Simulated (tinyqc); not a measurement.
Heavy doping: gap narrowing, degeneracy and the minority density: one step. Product and minority density. Three cases, with inputs chosen for the exercise.

Task: Combine both effects.

Majority: N = Nv F_1/2(eta), eta the distance of EF beyond the majority band edge in kT. Degeneracy factor gam = F_1/2(eta)/exp(eta). ni0^2 = Nc Nv exp(-Eg/kT); product n p = ni0^2 gam exp(dEg/kT), dEg the true narrowing; apparent narrowing dEa = dEg + kT ln gam; minority density = n p/N.

Constants: kB = 8.617333262e-05 eV/K.

Give: ni0; exp(dEg/kT); dEa; sqrt(n p); minority density.

Case 1.

Values chosen (gap and densities of states near those of Si at this temperature; narrowing constants near the fits for Si; not measured data): N = 1.5e+18 1/cm^3 (ionised acceptors, equal to the majority density); Eg = 1.133 eV (gap); Nc = 2.8e+19 1/cm^3 (conduction-band density of states); Nv = 1.17e+19 1/cm^3 (valence-band density of states); T = 300 K.

dEg (empirical fit) = 30.0785 meV
gam = 0.955762

Result:

ni0 = 5.51e+09 1/cm^3
exp(dEg/kT) = 3.20
dEa = 28.9 meV
sqrt(n p) = 9.63e+09 1/cm^3
minority density = 61.8 1/cm^3

Narrowing multiplies the product by 3.2 and degeneracy by 0.956; together they change the minority density by a factor 3.06 against ni0^2/N.

Case 2.

Values chosen (gap and densities of states near those of Si at this temperature; narrowing constants near the fits for Si; not measured data): N = 5.4e+18 1/cm^3 (ionised acceptors, equal to the majority density); Eg = 1.12 eV (gap); Nc = 2.79e+19 1/cm^3 (conduction-band density of states); Nv = 1.1e+19 1/cm^3 (valence-band density of states); T = 300 K.

dEg (empirical fit) = 47.6256 meV
gam = 0.841653

Result:

ni0 = 6.85e+09 1/cm^3
exp(dEg/kT) = 6.31
dEa = 43.2 meV
sqrt(n p) = 1.58e+10 1/cm^3
minority density = 46.2 1/cm^3

Narrowing multiplies the product by 6.31 and degeneracy by 0.842; together they change the minority density by a factor 5.31 against ni0^2/N.

Case 3.

Values chosen (gap and densities of states near those of Ge at this temperature; narrowing constants of the size fitted for Si, not for this material; not measured data): N = 2.6e+17 1/cm^3 (ionised acceptors, equal to the majority density); Eg = 0.662 eV (gap); Nc = 1.04e+19 1/cm^3 (conduction-band density of states); Nv = 5.03e+18 1/cm^3 (valence-band density of states); T = 300 K.

dEg (empirical fit) = 16.5004 meV
gam = 0.981904

Result:

ni0 = 1.99e+13 1/cm^3
exp(dEg/kT) = 1.89
dEa = 16.0 meV
sqrt(n p) = 2.71e+13 1/cm^3
minority density = 2.83e+09 1/cm^3

Narrowing multiplies the product by 1.89 and degeneracy by 0.982; together they change the minority density by a factor 1.86 against ni0^2/N.

Computed by tinyqc, one run a case: `OMP_NUM_THREADS=1 python tinyqc.py N N+1 out.jsonl` with N = 1652652, 1652727, 1680059; one thread of a shared Intel(R) Xeon(R) Processor @ 2.30GHz, about 0.01 s a run at most.
